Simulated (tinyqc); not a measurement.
What moves the results: pair of shallow donors (hydrogen-like orbitals). A value that a table varies takes the place of the one given here.

Each donor has the orbital exp(-r/a); energy unit Ha* = q/(eps a), q = e^2/(4 pi eps0), so that a lone donor is bound by Ha*/2; x = R/a. One electron: S = (1 + x + x^2/3) exp(-x), j = 1/x - (1 + 1/x) exp(-2x), k = (1 + x) exp(-x); levels E(+/-) = -1/2 - (j +/- k)/(1 +/- S) in Ha*, without the repulsion of the ions, split by D = |E(-) - E(+)|. In six valleys the overlaps S and k are multiplied by v = [cos(K Rx) + cos(K Ry) + cos(K Rz)]/3, K = k0 (2 pi/a_lat), for isotropic envelopes and the symmetric valley state.

Two electrons, Heitler-London: with S' = (1 - x + x^2/3) exp(x), C = 1/x - exp(-2x)(1/x + 11/8 + 3x/4 + x^2/6), X = (1/5){exp(-2x)(25/8 - 23x/4 - 3x^2 - x^3/3) + (6/x)[S^2 (0.5772157 + ln x) + S'^2 Ei(-4x) - 2 S S' Ei(-2x)]}, Q = C - 2j + 1/x and A = X - 2 S k + S^2/x, the singlet and triplet lie at (Q +/- w A)/(1 +/- w S^2) from two lone donors, with the valley weight w = v^2; the exchange is J = triplet - singlet.

Constants: e^2/(4 pi eps0) = 14.39964547 eV angstrom.

Inputs chosen for the exercise (near those of two donors in Si; shifted at random, so the results belong to these values and not to a real crystal):
- a = 16.6 angstrom (orbital radius)
- eps = 11.1 (dielectric constant)
- a_lat = 5.431 angstrom (lattice constant)
- k0 = 0.843 2 pi/a_lat (valley position)
- sites = ((9, 0, 0), (9.25, 0.25, 0.25), (9.5, 0.5, 0), (9, 0.5, 0.5), (8.75, 0.25, -0.25), (9.75, 0.25, -0.25), (9, 1, 0), (9.25, 0.75, -0.25), (10, 0.5, 0.5)) a_lat (positions of the second donor)
- Ns = (0.043, 0.11, 0.26, 0.64, 1.5, 3.2, 6.4) x 1e18/cm^3 (donor densities)
- n = (18, 0, 0) a_lat (separation vector)

## Placement within one cell

D and J for each site, and for v = 1.

Results:
```
site,R (angstrom),v,D (meV),J (micro-eV),J for v = 1
"(9, 0, 0)",48.9,0.382,5.28,952,6.64e+03
"(9.25, 0.25, 0.25)",50.3,0.261,3.41,401,5.96e+03
"(9.5, 0.5, 0)",51.7,0.373,4.66,734,5.35e+03
"(9, 0.5, 0.5)",49.0,-0.872,13.0,4.95e+03,6.56e+03
"(8.75, 0.25, -0.25)",47.6,-0.075,1.06,40.2,7.34e+03
"(9.75, 0.25, -0.25)",53.0,0.227,2.68,245,4.82e+03
"(9, 1, 0)",49.2,0.232,3.14,345,6.49e+03
"(9.25, 0.75, -0.25)",50.4,-0.045,0.577,11.7,5.89e+03
"(10, 0.5, 0.5)",54.4,-0.889,10.7,3.38e+03,4.29e+03
```

What does this show, and why?

Over these sites the envelope alone changes J by a factor 1.71, and the valley factor v^2 by 393; J runs from 11.7 at (9.25, 0.75, -0.25) to 4.95e+03 micro-eV at (9, 0.5, 0.5). Moves of less than one lattice constant change the phases of the valleys along each axis that moves, so the placement must be exact to the site.

## From lone donors to an impurity band (impurity band of shallow donors (Hubbard estimate))

Donors on a simple cubic lattice of spacing R = N^(-1/3) (1/angstrom^3 = 1e24/cm^3), Ha* = q/(eps a), q = e^2/(4 pi eps0), x = R/a. Hopping t = Ha* (1 + x) exp(-x), band width B = 12 t, on-site repulsion U = (5/8) Ha*; the gap closes near B/U = 1.15. Valley factors and disorder are left out.

Results:
```
N (1e18/cm^3),R (angstrom),N^(1/3) a,t (meV),B (meV),B/U
0.043,285.4,0.058,4.84e-05,0.000581,1.19e-05
0.11,208.7,0.080,0.00368,0.0441,0.000903
0.26,156.7,0.106,0.0649,0.779,0.0160
0.64,116.0,0.143,0.575,6.90,0.141
1.5,87.4,0.190,2.54,30.4,0.623
3.2,67.9,0.245,6.67,80.0,1.64
6.4,53.9,0.308,12.9,155,3.18
```

What can be read from the table?

B/U passes 1.15 between 1.5 and 3.2 x 1e18/cm^3; the root is x = 4.52, N^(1/3) a = 0.221, N = 2.4 x 1e18/cm^3, below the 3.8 that the empirical rule N^(1/3) a = 0.26 gives; the estimate is rough, since random positions, the overlap of the orbitals and screening are left out. While N grows by 149 times, t grows by 2.67e+05 times.

## What each parameter does

x, D = |E(-) - E(+)| and J. Each row changes one parameter from the base and keeps the others.

Results:
```
case,x,D (meV),J (micro-eV)
base,5.889,1.336,56.7
a = 14.9 angstrom,6.561,0.8531,20.9
eps = 12.2,5.889,1.215,51.6
k0 = 0.823 2 pi/a_lat,5.889,1.298,53.6
"n = (19, 0, 0) a_lat",6.216,1.243,49.2
```

What does this show?

The largest shifts from the base row, up to three for each result and ties (the steps differ in size, so this ranks the rows, not the parameters). x: a +0.672, n +0.327; unchanged at the printed digits by eps and k0. D (meV): a -0.482, eps -0.120, n -0.0927. J (micro-eV): a -35.8, n -7.46, eps -5.11.

(tinyqc, `OMP_NUM_THREADS=1 python tinyqc.py 1281072 1281073 out.jsonl`, Intel(R) Xeon(R) Processor @ 2.30GHz, 1 thread, shared host, about 0.01 s.)
